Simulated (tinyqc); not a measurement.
Thin-body transistor below threshold, two-dimensional Poisson equation on a small mesh: two steps of the calculation.

A thin body on a thick buried insulator of low permittivity, taken as carrying no normal field at the bottom of the body (row 0). Mobile charge is neglected (subthreshold), the body is fully depleted, and potentials are counted from the intrinsic level; rows run upward to the gate, columns from source to drain.

Parameters, values chosen for the exercise:
- T = 300 K (temperature)
- Vbi = 0.58 V (potential of the source)

Constants: q = 1.602176634e-19 C, kB = 1.380649e-23 J/K, Vt = kB T/q. Results are converted to the units shown.

Task 1. Over-relaxation sweep (omega = 1.17). Free nodes: rows 0..1, columns 1..3, taken row by row from row 0, left to right. t = (up psi(above) + dn psi(below) + lat [psi(left) + psi(right)] + s)/(up + dn + 2 lat), with the newest neighbours; psi(new) = psi + 1.17 (t - psi).

psi at the start (fixed values on the edges, free nodes at the gate value) (V):
```
              j=0         j=1         j=2         j=3         j=4
row 0  0.58000000  0.10000000  0.10000000  0.10000000  0.63000000
row 1  0.58000000  0.10000000  0.10000000  0.10000000  0.63000000
row 2  0.10000000  0.10000000  0.10000000  0.10000000  0.10000000
```

```
row         up     dn    lat  s (V)
0        17.55      0    3.9      0
1    18.281250  17.55  4.316      0
```

Find: psi after iteration 1.

Result 1.

psi after iteration 1 (V):
```
           j=0      j=1      j=2      j=3      j=4
row 0  0.58000  0.18640  0.11555  0.19820  0.63000
row 1  0.58000  0.19441  0.11790  0.20758  0.63000
row 2  0.10000  0.10000  0.10000  0.10000  0.10000
```

Task 2. Barrier, swing and barrier lowering. The barrier is read along row 0, the path farthest from the gate. Take the node j of lowest psi: barrier Vbi - psi_j; swing Vt ln 10/(d psi_j/dVg); DIBL = (d psi_j/dVd)/(d psi_j/dVg). The derivatives solve the same equations with s = 0 and a unit change of that voltage.

converged psi (V):
```
              j=0         j=1         j=2         j=3         j=4
row 0  0.58000000  0.27306308  0.19989481  0.28827123  0.63000000
row 1  0.58000000  0.22111449  0.16399599  0.23197071  0.63000000
row 2  0.10000000  0.10000000  0.10000000  0.10000000  0.10000000
```

d psi/dVg on row 0: j=0 0.00000000, j=1 0.64224326, j=2 0.80218850, j=3 0.64224326, j=4 0.00000000
d psi/dVd on row 0: j=0 0.0000000, j=1 0.0267968, j=2 0.0989058, j=3 0.3309599, j=4 1.0000000

Find: j; barrier; swing; DIBL.

Result 2.

j = 2
barrier = 0.3801 V
swing = 74.21 mV/decade
DIBL = 123.3 mV/V

tinyqc, about 0.2 s, one thread, Intel Xeon 2.30GHz (shared host): `OMP_NUM_THREADS=1 python tinyqc.py 2480123 2480124 out.jsonl`
